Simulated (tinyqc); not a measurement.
Chemically amplified photoresist: aerial image, acid generation, bake, development and line width: one step, computed by the program tinyqc.

Lines and spaces of pitch p with a two-beam-like image; x = 0 is the middle of the bright space. The resist is positive and treated as uniform in depth.

Task: Acid image and its blur. Dose E(x) = E [1 + c cos(2 pi x/p)]; acid h = 1 - exp(-C E(x)). Bake: the acid image is blurred by a Gaussian of variance sigma^2 = 2 D t (each Fourier term k of h, taken on 64 points, is multiplied by exp(-4 pi^2 k^2 D t/p^2)). Cosine coefficients: h(x) = sum_k h_k cos(2 pi k x/p).

Inputs (values chosen for the exercise, for a model resist at 13.5 nm):
```
quantity,value,unit
pitch p,42,nm
image contrast c,0.73,-
mean dose E,5.55,mJ/cm^2
Dill parameter C,0.045,cm^2/mJ
acid diffusivity D,0.086,nm^2/s
bake time t,60,s
```

Give: diffusion length sigma = sqrt(2 D t); h_0 to h_4 before the bake; h_0 to h_4 after the blur; blur factor of the first harmonic.

Result:

diffusion length sigma = sqrt(2 D t) = 3.212 nm

h_0 to h_4 before the bake: [0.2145, 0.1426, -0.0065, 0.0002, 0.0000]

h_0 to h_4 after the blur: [0.2145, 0.1271, -0.0041, 0.0001, 0.0000]

blur factor of the first harmonic = 0.8909

sigma/p = 0.076; the blur keeps 89 % of the modulation.
